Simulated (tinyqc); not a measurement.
From results back to parameters: effective mass of the heavy-hole band from tabulated energies. Five cases, with inputs chosen for the exercise.

Problem. A band follows E (1 + alpha E) = c k^2/m, c = hbar^2/2m0. Its energies at two wave vectors are given.

Constants: hbar^2/2m0 = 3.80998211 eV angstrom^2.

Case 1.

Values chosen (out of a larger set: band of an eight-band Kane model near InSb; not measured data): k12 = (0.0267, 0.0712) 1/angstrom (two wave vectors).

energies (meV): 6.17687  42.40993

Case 2.

Values chosen (out of a larger set: band of an eight-band Kane model near InP; not measured data): k12 = (0.033, 0.088) 1/angstrom (two wave vectors).

energies (meV): 4.41599  26.27272

Case 3.

Values chosen (out of a larger set: band of an eight-band Kane model near GaAs; not measured data): k12 = (0.051, 0.136) 1/angstrom (two wave vectors).

energies (meV): 13.89995  72.38023

Case 4.

Values chosen (out of a larger set: band of an eight-band Kane model near Ge; not measured data): k12 = (0.0222, 0.0592) 1/angstrom (two wave vectors).

energies (meV): 5.04669  32.32978

Case 5.

Values chosen (out of a larger set: band of an eight-band Kane model near CdTe; not measured data): k12 = (0.093, 0.248) 1/angstrom (two wave vectors).

energies (meV): 46.99939  319.74302

Find: y = c k^2/E; m; alpha.
Solution. y = m + m alpha E is a straight line through the two points.

Case 1.

y = c k^2/E (m0): 0.43972  0.45542
m = 0.4370 m0
alpha = 0.99 1/eV

Case 2.

y = c k^2/E (m0): 0.93956  1.12301
m = 0.9025 m0
alpha = 9.30 1/eV

Case 3.

y = c k^2/E (m0): 0.71294  0.97360
m = 0.6510 m0
alpha = 6.85 1/eV

Case 4.

y = c k^2/E (m0): 0.37207  0.41301
m = 0.3645 m0
alpha = 4.12 1/eV

Case 5.

y = c k^2/E (m0): 0.70113  0.73287
m = 0.6957 m0
alpha = 0.17 1/eV

Computed by tinyqc, one run a case: `OMP_NUM_THREADS=1 python tinyqc.py N N+1 out.jsonl` with N = 1850806, 1850807, 1850986, 1851098, 1851175; one thread of a shared Intel(R) Xeon(R) Processor @ 2.30GHz, about 0.01 s a run at most.
